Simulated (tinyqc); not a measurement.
Ways to converge the cycle: SCF convergence aids in the 3-21g basis, for Li, spin multiplicity 2. Computed by the program tinyqc with PySCF. UHF with one setting changed at a time; a run stops when the energy changes by less than 1e-09 hartree and the error matrix is below 1e-5. The start is random orbitals. Damping d keeps d of the old density; a shift (hartree) raises the virtual levels; DIIS n extrapolates F over n matrices.

Geometry (angstrom):
```
atom       x       y       z
Li    0.0000  0.0000  0.0000
```

lowest solution found by these runs and by PySCF with stability checks = -7.381513 hartree

Largest element of the error matrix X^T (FDS - SDF) X:
```
iteration    plain  damping 0.3  damping 0.6  shift 0.4   DIIS 3   DIIS 8
1          9.2e-01      9.2e-01      9.2e-01    9.2e-01  9.2e-01  9.2e-01
2          6.7e-02      2.0e-01      4.8e-01    1.8e-01  6.7e-02  6.7e-02
3          3.2e-02      6.5e-02      2.6e-01    4.6e-02  3.2e-02  3.2e-02
4          2.1e-02      2.8e-02      1.5e-01    3.8e-02  1.9e-02  1.9e-02
5          1.4e-02      2.3e-02      8.9e-02    3.7e-02  5.1e-03  5.0e-03
6          9.1e-03      1.7e-02      5.5e-02    3.5e-02  2.6e-03  1.5e-03
8          4.3e-03      1.0e-02      2.4e-02    2.8e-02  8.4e-05  5.7e-05
10         2.1e-03      6.0e-03      1.6e-02    2.0e-02  3.9e-06  5.8e-07
14         5.5e-04      2.3e-03      9.3e-03    1.1e-02        -        -
20         7.5e-05      5.8e-04      4.0e-03    4.6e-03        -        -
30               -      6.3e-05      1.1e-03    1.4e-03        -        -
45               -            -      1.8e-04    2.6e-04        -        -
60               -            -      2.9e-05    4.9e-05        -        -
```

How each run ends:
```
run          iterations  E (hartree)                                                        state
plain                29    -7.381513                                                 lowest found
damping 0.3          41    -7.381513                                                 lowest found
damping 0.6         >60    -7.381513  falls steadily but slowly, by a factor of about 0.89 a step
shift 0.4           >60    -7.381513  falls steadily but slowly, by a factor of about 0.89 a step
DIIS 3               11    -7.381513                                                 lowest found
DIIS 8               10    -7.381513                                                 lowest found
```

What does the comparison show, and why?

4 of 6 runs reach the lowest solution found, in 10 to 41 iterations (fastest: DIIS 8). Not converged: damping 0.6, shift 0.4. Plain steps already contract here, so damping only slows them. DIIS 3 and DIIS 8 gain by cancelling the error over several earlier matrices, much as a quasi-Newton step does.
